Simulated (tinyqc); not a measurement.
Pariser-Parr-Pople SCF with singles CI, for the molecule c1cc[cH+]ncc1 (SMILES; centres numbered as the heavy atoms are written), step by step. One step of it, computed by the program tinyqc.

Task: Iteration 2: Fock matrix. F_rr = H_rr + P_rr gamma_rr / 2 + sum_(s != r) P_ss gamma_rs; F_rs = H_rs - P_rs gamma_rs / 2; E = tr P (H + F) / 2 + core repulsion sum_(r<s) z_r z_s gamma_rs.

P after iteration 1:
```
           1C         2C         3C         4C         5N         6C         7C
1C   0.819435   0.584584   0.173283  -0.160592  -0.218541   0.232313   0.682480
2C   0.584584   0.819380   0.682446   0.232387  -0.218510  -0.160704   0.173195
3C   0.173283   0.682446   0.864137   0.587522   0.102859  -0.266056  -0.240817
4C  -0.160592   0.232387   0.587522   0.713011   0.642722   0.052870  -0.266040
5N  -0.218541  -0.218510   0.102859   0.642722   1.206727   0.642687   0.102814
6C   0.232313  -0.160704  -0.266056   0.052870   0.642687   0.713016   0.587562
7C   0.682480   0.173195  -0.240817  -0.266040   0.102814   0.587562   0.864294
```

core matrix H (eV):
```
            1C          2C          3C          4C          5N          6C          7C
1C  -35.934268   -2.390000    0.000000    0.000000    0.000000    0.000000   -2.390000
2C   -2.390000  -35.932861   -2.390000    0.000000    0.000000    0.000000    0.000000
3C    0.000000   -2.390000  -35.947708   -2.390000    0.000000    0.000000    0.000000
4C    0.000000    0.000000   -2.390000  -36.013702   -2.510000    0.000000    0.000000
5N    0.000000    0.000000    0.000000   -2.510000  -39.310718   -2.510000    0.000000
6C    0.000000    0.000000    0.000000    0.000000   -2.510000  -36.014062   -2.390000
7C   -2.390000    0.000000    0.000000    0.000000    0.000000   -2.390000  -35.949922
```

repulsion gamma_rs (eV):
```
           1C         2C         3C         4C         5N         6C         7C
1C  11.130000   5.346553   3.773205   3.243428   3.291324   3.773205   5.346553
2C   5.346553  11.130000   5.345136   3.772577   3.291248   3.243627   3.773721
3C   3.773205   5.345136  11.130000   5.344721   3.837687   3.243332   3.243627
4C   3.243428   3.772577   5.344721  11.130000   5.476893   3.772727   3.243355
5N   3.291324   3.291248   3.837687   5.476893  12.300000   5.476035   3.837531
6C   3.773205   3.243627   3.243332   3.772727   5.476035  11.130000   5.345136
7C   5.346553   3.773721   3.243627   3.243355   3.837531   5.345136  11.130000
```

Centres (angstrom, eV; a flat drawing with bonds scaled to 1.40 angstrom):

| centre | x | y | core charge z | W | gamma_rr |
|---|---|---|---|---|---|
| 1C | 1.613000 | 0.000000 | 1 | 11.160000 | 11.130000 |
| 2C | 1.006000 | 1.261000 | 1 | 11.160000 | 11.130000 |
| 3C | -0.359000 | 1.573000 | 1 | 11.160000 | 11.130000 |
| 4C | -1.454000 | 0.700000 | 1 | 11.160000 | 11.130000 |
| 5N | -1.454000 | -0.700000 | 1 | 14.100000 | 12.300000 |
| 6C | -0.359000 | -1.573000 | 1 | 11.160000 | 11.130000 |
| 7C | 1.006000 | -1.261000 | 1 | 11.160000 | 11.130000 |

Give: F; pi energy.

Result:

F (eV):
```
          1C        2C        3C       4C        5N       6C        7C
1C  -10.1370   -3.9528   -0.3269   0.2604    0.3596  -0.4383   -4.2145
2C   -3.9528  -10.1370   -4.2139  -0.4383    0.3596   0.2606   -0.3268
3C   -0.3269   -4.2139  -10.1093  -3.9601   -0.1974   0.4315    0.3906
4C    0.2604   -0.4383   -3.9601  -9.5759   -4.2701  -0.0997    0.4314
5N    0.3596    0.3596   -0.1974  -4.2701  -12.0529  -4.2697   -0.1973
6C   -0.4383    0.2606    0.4315  -0.0997   -4.2697  -9.5759   -3.9603
7C   -4.2145   -0.3268    0.3906   0.4314   -0.1973  -3.9603  -10.1094
```

pi energy = -83.8565 eV
